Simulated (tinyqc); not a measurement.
## Offset from the accumulated charge

Problem. Layer 1 (x < 0) accumulates electrons and layer 2 (x > 0) is depleted. Boltzmann statistics. Sheet densities from the first integral: Q1 = sqrt((2 eps0 eps_r Vt N1/q)(exp(u1) - u1 - 1)) extra electrons, Q2 = sqrt((2 eps0 eps_r Vt N2/q)(exp(-u2) + u2 - 1)) missing ones, u = V/Vt; neutrality Q1 = Q2 + si. V1 + V2 = dE + Vt ln[(N2/Nc2)/(N1/Nc1)]. Find V1, V2 and dE.

Inputs (values chosen for the exercise); values of the order of III-V alloys:
- T = 350 K (temperature)
- eps_r = 12.3 (relative permittivity of both layers)
- Nc1 = 2.2e17 cm^-3 (density of states of the narrow-gap layer 1)
- Nc2 = 6.6e17 cm^-3 (density of states of the wide-gap layer 2)
- N1 = 1.8e15 cm^-3 (donor density in layer 1)
- N2 = 1.8e16 cm^-3 (donor density in layer 2)
- si = 5.7e10 cm^-2 (fixed charge at the interface)

Constants: q = 1.602176634e-19 C, kB = 1.380649e-23 J/K, Vt = kB T/q, eps0 = 8.8541878128e-14 F/cm where lengths are in cm. Results are converted to the units shown.

Q1 = 2.3180158e11 cm^-2

Answer. Each sheet density rises steadily with its bending, so Q1 fixes V1 and Q2 = Q1 - si fixes V2.

V1 = 0.1315 V
V2 = 0.1548 V
dE = 0.2500 eV

Computed by the program tinyqc: `OMP_NUM_THREADS=1 python tinyqc.py 2410062 2410063 out.jsonl`, one thread of a shared Intel Xeon 2.30GHz, about 0.08 s for the whole run.
